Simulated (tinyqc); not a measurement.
# Resistance of a source-drain extension with a graded tip: effects of single changes

y runs along the channel, the gate covers y > 0. The doping is N0 for y < y0 and N0 10^(-(y - y0)/la) beyond, uniform over the depth xj. Sheet conductance s(y) = q mu(N) max(N - Nch, 0) xj + (for y > 0) ma Cox Vo, with mu(N) = u0 + (u1 - u0)/(1 + (N/Nr)^au) and Cox = eps0 eox/tox. Current is taken as one-dimensional; depletion of the tip, spreading and the contact are left out. The metallurgical junction lies at yj, where N = Nch.

Values chosen for this exercise; mobility law close to that of holes in silicon: relative permittivity of the gate insulator (close to silicon dioxide) eox = 3.9; insulator thickness tox = 1.4 nm; active doping of the extension far from the gate N0 = 6e19 cm^-3; lateral abruptness la = 2 nm/decade; position under the gate where the fall begins (gate edge at 0) y0 = 3.5 nm; depth of the extension xj = 16 nm; channel doping Nch = 9.8e17 cm^-3; spacer length Ls = 24 nm; gate overdrive Vo = 0.82 V; mobility of the gate-induced layer ma = 37 cm^2/(V s); mobility at low doping u1 = 470.5 cm^2/(V s); mobility at high doping u0 = 44.9 cm^2/(V s); reference doping Nr = 2.23e17 cm^-3; exponent au = 0.719; gate length Lg = 90 nm.

Constants: q = 1.602176634e-19 C, eps0 = 8.8541878128e-14 F/cm where lengths are in cm. Results are converted to the units shown.

Each table varies one quantity; the others keep the values above.

## Abruptness at a fixed junction position

R_spacer = integral of dy/s from -Ls to 0, R_ov from 0 to yj, R_channel = (Lg - 2 yj)/(ma Cox Vo), R_total = 2 R_spacer + 2 R_ov + R_channel. Electrical length L_eff = ma Cox dR_total/d(1/Vo); R_series = R_total - L_eff/(ma Cox Vo). y0 is moved with la so that yj stays at 7.0739 nm.

The same in every row: yj (nm) = 7.074; R_channel (ohm um) = 1014.

Abruptness at a fixed junction position:
```
la (nm/decade)  R_spacer (ohm um)  R_ov (ohm um)  R_total (ohm um)  L_eff (nm)  R_series (ohm um)
1                           30.28          16.09              1106       76.79              80.18
2.3                         30.28          26.40              1127       77.88              86.31
3.6                         30.28          36.72              1148       78.96              92.45
4.9                         31.26          46.26              1169       80.02              99.33
6.1                         35.30          52.85              1190       80.89              108.9
7.4                         42.88          58.20              1216       81.71              123.9
8.7                         53.28          62.29              1245       82.40              143.7
10                          66.08          65.51              1277       82.98              167.9
```

Read the table: what changes, and by how much?

As la goes from 1 to 10 nm/decade, R_total rises from 1110 to 1280 ohm um, R_spacer rises from 30.3 to 66.1 ohm um and R_ov rises from 16.1 to 65.5 ohm um. R_total changes on average by 18.9 ohm um for each nm/decade. L_eff exceeds the metallurgical length by 0.940 nm in the first row and 7.13 nm in the last, since the gate also controls the lightly doped tips.

## Effect of the depth of the extension

Same model as above.

The same in every row: yj (nm) = 7.074; R_channel (ohm um) = 1014.

Result of one run:
```
xj (nm)  R_spacer (ohm um)  R_ov (ohm um)  R_total (ohm um)  L_eff (nm)  R_series (ohm um)
15                   32.30          24.82              1128       77.70              89.49
```

What becomes of these results when the depth of the extension xj is changed from 15 to 21 nm, all else the same?

Result of the changed run:
```
xj (nm)  R_spacer (ohm um)  R_ov (ohm um)  R_total (ohm um)  L_eff (nm)  R_series (ohm um)
21                   23.07          20.87              1101       77.33              68.18
```

The whole series:
```
xj (nm)  R_spacer (ohm um)  R_ov (ohm um)  R_total (ohm um)  L_eff (nm)  R_series (ohm um)
4                    121.1          44.91              1346       79.94              277.5
5.6                  86.52          39.15              1265       79.23              206.1
7.7                  62.92          34.08              1208       78.66              156.5
11                   44.04          28.89              1159       78.11              115.7
15                   32.30          24.82              1128       77.70              89.49
21                   23.07          20.87              1101       77.33              68.18
29                   16.71          17.53              1082       77.02              52.81
40                   12.11          14.61              1067       76.77              41.14
```

As xj goes from 4 to 40, R_total falls from 1350 to 1070 ohm um, L_eff falls from 79.9 to 76.8 nm and R_series falls from 277 to 41.1 ohm um.

tinyqc, about 0.04 s, one thread, Intel Xeon 2.30GHz (shared host): `OMP_NUM_THREADS=1 python tinyqc.py 2282027 2282028 out.jsonl`
